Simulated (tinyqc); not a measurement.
# Short-channel transistor, virtual-source model with series resistance: several studies

The current per gate width is the charge at the top of the source barrier (the virtual source) times its velocity times a saturation function; al and be are fitting constants of the model. Units: I in uA/um, Rs in ohm um, so I Rs = 1e-6 I Rs in volts; Q in uC/cm^2, so I = 1e-4 Q vx0 Fsat with vx0 in cm/s.

Parameters, values chosen for the exercise:

| symbol | value | unit | meaning |
|---|---|---|---|
| T | 350 | K | temperature |
| Cinv | 2.77 | uF/cm^2 | inversion capacitance |
| vx0 | 1.35e7 | cm/s | velocity at the virtual source |
| mu | 880 | cm^2/(V s) | apparent mobility |
| L | 130 | nm | channel length |
| VT0 | 0.377 | V | threshold at zero drain voltage |
| dl | 0.192 | V/V | drain-induced barrier lowering |
| n0 | 1.6 |  | subthreshold factor |
| nd | 0.1 | 1/V | growth of n with drain voltage |
| al | 3.5 |  | threshold shift (in units of Vt) from weak to strong inversion |
| be | 2 |  | sharpness of saturation |
| Rs | 50 | ohm um | series resistance of each contact |

Constants: q = 1.602176634e-19 C, kB = 1.380649e-23 J/K, Vt = kB T/q. Results are converted to the units shown.

Each table varies one quantity; the others keep the values above.

## Effect of the apparent mobility on the on and off currents

Intrinsic voltages Vg' = Vgs - I Rs, Vd' = Vds - 2 I Rs. n = n0 + nd Vd', VT = VT0 - dl Vd', Ff = 1/(1 + exp((Vg' - VT + al Vt/2)/(al Vt))), Q = Cinv n Vt ln(1 + exp((Vg' - VT + al Vt Ff)/(n Vt))), Vdsat = (vx0 L/mu)(1 - Ff) + Vt Ff, Fsat = u/(1 + u^be)^(1/be) with u = Vd'/Vdsat, and I = Q vx0 Fsat per width. I is solved self-consistently. Ion is I at Vgs = Vds = 0.5 V, Ioff at Vgs = 0, Vds = 0.5 V, and Rlin = Vds/I at Vgs = 0.5 V, Vds = 0.05 V.

Effect of the apparent mobility on the on and off currents:
```
mu (cm^2/(V s))  Ion (uA/um)  Ioff (nA/um)  log10(Ion/Ioff)  Rlin (ohm um)
50                     121.9          3419            1.552           5446
85                     196.4          3903            1.702           3254
140                    294.9          4131            1.854           2025
240                    423.5          4239            2.000           1233
410                    543.2          4284            2.103          774.5
700                    623.1          4303            2.161          506.8
1200                   662.6          4311            2.187          349.5
2000                   678.0          4315            2.196          261.5
```

As mu goes from 50 to 2000 cm^2/(V s), Ion rises from 122 to 678 uA/um, Ioff rises from 3420 to 4320 nA/um and Rlin falls from 5450 to 261 ohm um. Ion changes by a factor of 5.56 and Ioff by 1.26. In every row the off current passes 1 uA/um, so the device is hardly off at Vgs = 0.

## Effect of the series resistance of each contact on the on and off currents

Same model as above.

Result of one run:
```
Rs (ohm um)  Ion (uA/um)  Ioff (nA/um)  log10(Ion/Ioff)  Rlin (ohm um)
200               420.95        4238.2           1.9971         740.77
```

What becomes of these results when the series resistance of each contact Rs is changed from 200 to 400 ohm um, all else the same?

Result of the changed run:
```
Rs (ohm um)  Ion (uA/um)  Ioff (nA/um)  log10(Ion/Ioff)  Rlin (ohm um)
400               295.37        4151.0           1.8522         1147.8
```

The whole series:
```
Rs (ohm um)  Ion (uA/um)  Ioff (nA/um)  log10(Ion/Ioff)  Rlin (ohm um)
0                 794.83        4330.9           2.2637         322.83
25                710.63        4319.0           2.2163         376.47
50                643.93        4307.1           2.1746         429.51
100               544.67        4283.8           2.1043         534.32
150               474.02        4260.8           2.0463         637.94
200               420.95        4238.2           1.9971         740.77
300               346.06        4193.9           1.9165         944.90
400               295.37        4151.0           1.8522         1147.8
```

As Rs goes from 0 to 400 ohm um, Ion falls from 795 to 295 uA/um, Ioff falls from 4330 to 4150 nA/um and Rlin rises from 323 to 1150 ohm um. Ion changes by a factor of 0.372 and Ioff by 0.958. In every row the off current passes 1 uA/um, so the device is hardly off at Vgs = 0.

## Effect of the drain-induced barrier lowering on the on and off currents

Same model as above.

Results:
```
dl (V/V)  Ion (uA/um)  Ioff (nA/um)  log10(Ion/Ioff)  Rlin (ohm um)
0               439.3         720.7            2.785          440.8
0.04            481.8          1056            2.659          438.4
0.08            524.6          1540            2.532          436.0
0.12            567.4          2236            2.404          433.6
0.16            610.0          3227            2.276          431.3
0.2             652.4          4626            2.149          429.1
0.28            735.8          9259            1.900          424.6
```

Estimate the missing row, dl = 0.24 V/V.

Computed row:
```
dl (V/V)  Ion (uA/um)  Ioff (nA/um)  log10(Ion/Ioff)  Rlin (ohm um)
0.24            694.3          6576            2.024          426.8
```

With this row back in the table: As dl goes from 0 to 0.28 V/V, Ion rises from 439 to 736 uA/um, Ioff rises from 721 to 9260 nA/um and Rlin falls from 441 to 425 ohm um. Ion changes by a factor of 1.68 and Ioff by 12.8. The off current depends on it through an exponential, the on current about linearly. For dl = 0.04 to 0.28 V/V the off current passes 1 uA/um, so the device is hardly off at Vgs = 0.

Computed by the program tinyqc: `OMP_NUM_THREADS=1 python tinyqc.py 2380110 2380111 out.jsonl`, one thread of a shared Intel Xeon 2.30GHz, about 0.01 s for the whole run.
